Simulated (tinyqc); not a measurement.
Inside a calculation. Model: effective-mass impurity with a central-cell term, in a basis of Slater functions. Computed by tinyqc, a small Python program that keeps every step. Command: `OMP_NUM_THREADS=1 python tinyqc.py 3013193 3013194 out.jsonl centralcell walk`. One thread of a shared host (Intel(R) Xeon(R) Processor @ 2.30GHz), about 0.01 s of CPU time with the checks. Intermediate numbers are printed to about 6 digits and carried at full precision; extremes and crossings named in words are read from the listed rows.

The envelope obeys H = -nabla^2 - (2/r) [Z + A exp(-kappa r)] in effective units, with kappa = a*/lambda; positive A deepens the well near the core.

Inputs (values chosen for the exercise, for a model semiconductor):
```
quantity                   value      unit
effective mass m           0.257       m_0
dielectric constant eps     9.11         -
charge Z of the core           1         -
central-cell strength A     -2.2         -
central-cell range lambda    1.1  angstrom
basis size n                   3         -
smallest exponent zeta_1    0.47      1/a*
ratio beta of exponents      2.3         -
```

Impurity: donor, one isotropic band.

Constants: Ry = 13.605693123 eV; a_0 = 0.529177210903 angstrom.

## Effective units

Units: Ry* = Ry m/eps^2 and a* = a_0 eps/m, with m in m_0. kappa = a*/lambda; the hydrogenic ground state is bound by Z^2 Ry*.

Ry* = 42.1325 meV

a* = 18.7580 angstrom

kappa = 17.0527 1/a*

hydrogenic binding energy = 42.1325 meV

## Matrices over the s basis

zeta_i = zeta_1 beta^(i-1), i = 1..n. For s functions exp(-zeta r), with s = zeta_i + zeta_j: S = 2/s^3, T = zeta_i zeta_j S, V = -2 Z/s^2, W = -2 A/(s + kappa)^2; each function is normalised by dividing by sqrt(S_ii S_jj).

exponents (1/a*): 0.47  1.081  2.4863

overlap S:
```
         1        2        3
1  1.00000  0.77650  0.39113
2  0.77650  1.00000  0.77650
3  0.39113  0.77650  1.00000
```

kinetic T (Ry*):
```
          1         2         3
1    0.2209  0.394515  0.457060
2  0.394515  1.168561   2.08698
3  0.457060   2.08698   6.18169
```

Coulomb V (Ry*):
```
          1         2         3
1     -0.94  -1.20435  -1.15630
2  -1.20435    -2.162  -2.77000
3  -1.15630  -2.77000   -4.9726
```

central cell W (Ry*):
```
            1          2          3
1  0.00564433  0.0184161  0.0555313
2   0.0184161  0.0602173   0.182391
3   0.0555313   0.182391   0.557608
```

## Generalised eigenproblem

(T + V + W) c = E S c with c^T S c = 1 and the largest component positive.

two lowest levels (Ry*): -0.957506  -0.185241

coefficients of the lowest state: 0.106787  0.970961  -0.076014

<T> = 0.906241 Ry*

<W> = 0.0360513 Ry*

## Converged levels

Large basis: zeta_i = 0.06 x 1.6^(i-1), i = 1..22, same formulas; for p functions r exp(-zeta r): S = 24/s^5, T = zeta_i zeta_j S (centrifugal term included), V = -12 Z/s^4, W = -12 A/(s + kappa)^4; overlap eigenvalues below 1e-11 are dropped. Binding energies are -E Ry*; the effective quantum number is nu = Z/sqrt(-E); |psi(0)|^2 is given relative to the hydrogenic Z^3/(pi a*^3).

1s binding energy = 40.4176 meV

2s binding energy = 10.3159 meV

2p binding energy = 10.5325 meV

effective quantum number of 1s = 1.02099

relative |psi(0)|^2 = 0.547676

The central cell moves 1s by -1.715 meV, 2s by -0.217 meV and 2p by a negligible amount: p states vanish at the core, so the 2p level gives the hydrogenic scale and 1s the chemical shift. The small basis lies 0.075 meV above the converged 1s level.

## Chemical shift by three methods

First order: shift = 8 A Z^3/(2 Z + kappa)^2 Ry*. One exponent: minimise zeta^2 - 2 Z zeta - 8 A zeta^3/(2 zeta + kappa)^2 by golden section on 0.2 to 6 Z. All shifts are the binding beyond Z^2 Ry*.

Shift of the 1s binding energy (meV):
```
A      first order  one exponent  large basis
2.20       2.04275       2.26133      2.53150
1.10       1.02138       1.07256      1.13030
-0.22     -0.20428      -0.20237     -0.20042
-0.55     -0.51069      -0.49898     -0.48729
-1.10     -1.02138      -0.97583     -0.93202
-2.20     -2.04275      -1.86991     -1.71492
-2.75     -2.55344      -2.29008     -2.06159
```

The three columns are ordered, first order <= one exponent <= large basis, since each is a variational bound with more freedom. At the largest attractive A first order gives 81 % and one exponent 89 % of the shift; at the most repulsive A the true shift is -2.062 meV against -2.553. Attraction pulls the envelope in and feeds itself, repulsion pushes it out and saturates.

## Convergence with the basis

The error is the lowest level above the large-basis value.

Error of the 1s level:
```
n  error (meV)  largest exponent (1/a*)
1      10.3579              4.70000e-01
2       0.5274              1.08100e+00
3       0.0755              2.48630e+00
4       0.0665              5.71849e+00
5       0.0401              1.31525e+01
6       0.0380              3.02508e+01
7       0.0373              6.95769e+01
8       0.0371              1.60027e+02
```

The error falls from 10.4 to 0.0371 meV. The last function changes it by less than 5 %: it has levelled off, and what remains is set by beta and zeta_1, not by the range of exponents.

Checks made by the program: the large basis at A = 0 against Z^2, Z^2/4 and Z^2/4 (relative difference 5e-06).
